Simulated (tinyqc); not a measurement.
# Boundary resistance from two temperatures

Problem. A strip of width ws dissipates Pw per length on layer 1; with 45-degree spreading Tj - Tb = Pw [ln(w1/ws)/(2 k1) + Rb/w1], w1 = ws + 2 t1, where Tb is the temperature just under the boundary. Find Rb.

Parameters, values chosen for the exercise: width of the heated strip ws = 0.67 um; power per length of the strip Pw = 6.5 W/mm; thickness of layer 1 t1 = 0.64 um; conductivity of layer 1 k1 = 154 W/(m K).

Tb and Tj (K): 424.249856  486.795295

Solution. Subtract the resistance of layer 1 from (Tj - Tb)/Pw and multiply by w1.

Rb = 12.0 m^2 K/GW

Numbers from tinyqc (`OMP_NUM_THREADS=1 python tinyqc.py 2520061 2520062 out.jsonl`; about 0.01 s on one thread of a shared Intel Xeon 2.30GHz).
